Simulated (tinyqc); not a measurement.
Effective work function and flat-band voltage of a metal/high-k/SiO2/Si stack with a dipole layer: one step. The dipole density for a target. Three cases, with inputs chosen for the exercise.

Task: Nd = (Wt - WM - shifts) ed/(4 pi e2 qd dd); compare with a monolayer of about 7e14 sites per cm^2.
Constants: e^2/(4 pi eps0) = 14.39964547 eV angstrom.

Give: step needed; Nd; share of a monolayer.

Case 1.

Values chosen (a stack on Si capped with an aluminium-like oxide; shifted at random, so the results belong to these values and not to a real crystal): Wt = 4.28 eV (target work function); WM = 4.38 eV (work function of the metal on the high-k layer); qd = 0.57 e (charge of a dipole); dd = 1.2 angstrom (its length); ed = 5.7 (dielectric constant in the dipole layer).

shifts from the two charges (V): 0.019629  -0.013334

Result:

step needed = -0.1063 eV
Nd = -4.90e+13 cm^-2
share of a monolayer = 7.0 %

The sign is opposite to what this cap gives, so another cap or metal is needed.

Case 2.

Values chosen (a stack on Si capped with a titanium-like oxide; shifted at random, so the results belong to these values and not to a real crystal): Wt = 4.29 eV (target work function); WM = 4.64 eV (work function of the metal on the high-k layer); qd = 0.42 e (charge of a dipole); dd = 2.2 angstrom (its length); ed = 11.2 (dielectric constant in the dipole layer).

shifts from the two charges (V): 0.067416  0.029606

Result:

step needed = -0.4470 eV
Nd = -2.99e+14 cm^-2
share of a monolayer = 42.8 %

The sign is opposite to what this cap gives, so another cap or metal is needed; at this coverage dipoles depolarise each other, and the linear law overstates the step.

Case 3.

Values chosen (a stack on Si capped with a titanium-like oxide; shifted at random, so the results belong to these values and not to a real crystal): Wt = 4.32 eV (target work function); WM = 4.59 eV (work function of the metal on the high-k layer); qd = 0.25 e (charge of a dipole); dd = 2.5 angstrom (its length); ed = 7.3 (dielectric constant in the dipole layer).

shifts from the two charges (V): -0.006101  0.001361

Result:

step needed = -0.2653 eV
Nd = -1.71e+14 cm^-2
share of a monolayer = 24.5 %

The sign is opposite to what this cap gives, so another cap or metal is needed.

Computed by tinyqc, one run a case: `OMP_NUM_THREADS=1 python tinyqc.py N N+1 out.jsonl` with N = 1880356, 1880461, 1880564; one thread of a shared Intel(R) Xeon(R) Processor @ 2.30GHz, about 0.01 s a run at most.
